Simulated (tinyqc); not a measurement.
Changing the asymmetry L1: regular and subregular solution with a miscibility gap. Computed by tinyqc, a small Python program. Command: `OMP_NUM_THREADS=1 python tinyqc.py 3012904 3012905 out.jsonl regsol sweep`. One thread of a shared host (Intel(R) Xeon(R) Processor @ 2.30GHz), about 0.01 s of CPU time with the checks.

Per mole of mixing sites: G(x) = x (1 - x) [L0 + L1 (1 - 2x)] + R T [x ln x + (1 - x) ln(1 - x)], x the fraction of B.

Inputs (values chosen for the exercise, for a model alloy):

| quantity | value | unit |
|---|---|---|
| interaction L0 | 42.8 | kJ/mol |
| size misfit eta = d ln a/dx | 0.0098 | - |
| temperature T | 1103 | K |
| start value s0 | 0.02 | - |

Source of L0: given.

Constants: R = 8.314462618 J/(mol K).

Method:
- L0 and eta are given.
- The spinodal is G'' = 0, R T_s(x) = x (1 - x) [2 L0 + 6 L1 (1 - 2x)]; the critical point is its maximum.
- G' = L0 (1 - 2x) + L1 (1 - 6x + 6x^2) + R T ln[x/(1 - x)]; G'' = -2 L0 - 6 L1 (1 - 2x) + R T/[x (1 - x)].
- Common tangent: F1 = G'(x1) - G'(x2) = 0 and F2 = [G - x G'](x1) - [G - x G'](x2) = 0. Newton step: J = [[G''(x1), -G''(x2)], [-x1 G''(x1), x2 G''(x2)]], J dx = -F; a step that would leave 0 < x < 1 is halved until it stays inside. The start is x1 = s0, x2 = 1 - s0.
- Stop when the step is below 1e-12, or when x1 and x2 meet within 1e-5; residuals under 1e-7 are shown as 0.

One run for each value:

| asymmetry L1 (kJ/mol) | critical composition x_c | critical temperature T_c (K) | solubility limit x1 | solubility limit x2 |
|---|---|---|---|---|
| -5.10 | 0.58213 | 2651.4 | 0.018184 | 0.99431 |
| -3.00 | 0.55093 | 2601.7 | 0.014392 | 0.99275 |
| -0.96 | 0.51677 | 2576.7 | 0.011423 | 0.99083 |
| 1.10 | 0.48081 | 2577.6 | 0.009025 | 0.98839 |
| 3.20 | 0.44590 | 2605.4 | 0.007088 | 0.98528 |
| 5.30 | 0.41515 | 2657.3 | 0.005562 | 0.98141 |
| 7.40 | 0.38937 | 2728.8 | 0.004363 | 0.97667 |
| 9.50 | 0.36822 | 2815.4 | 0.003421 | 0.97099 |
| 12.00 | 0.34801 | 2933.3 | 0.002559 | 0.96299 |

What does the table show, and why?

Over the rows, critical composition x_c falls from 0.582 to 0.348; critical temperature T_c (K) goes from 2650 through a minimum among these rows, 2580 at -0.960, to 2930; solubility limit x1 falls from 0.0182 to 0.00256. B in A costs L0 + L1 and A in B costs L0 - L1 at infinite dilution, so raising L1 lowers x1 and lets more A into B.

Caution (all rows): a real alloy may melt or decompose below this critical temperature.

Extremes, crossings and ranges named in words are read from the listed rows.
